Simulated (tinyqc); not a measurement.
# Pinning factor and decay constant from two barriers

Problem. phiB = S (phiM - chi) + (1 - S)(Eg - E0) with S = 1/(1 + (1/S0 - 1) exp(-be ti)). Find S0, S at the given thickness and be.

Inputs (values chosen for the exercise); semiconductor values close to those of gallium nitride; interlayer mass of the order of that in aluminium oxide, offset chosen freely: band gap Eg = 3.43 eV; electron affinity chi = 3.97 eV; charge-neutrality level above the valence band E0 = 2.4 eV; metal work function phiM = 4.11 eV.

phiB at ti = 0, 0.4 nm (eV): 0.4782  0.20098853

Answer. Each barrier gives its S by linear interpolation between the pinned and the unpinned value; the ratio of the two values of 1/S - 1 is exp(be ti).

S0 = 0.620
S = 0.931
be = 5.30 1/nm

Program tinyqc, `OMP_NUM_THREADS=1 python tinyqc.py 2270032 2270033 out.jsonl`; Intel Xeon 2.30GHz, shared host, one thread, about 0.02 s.
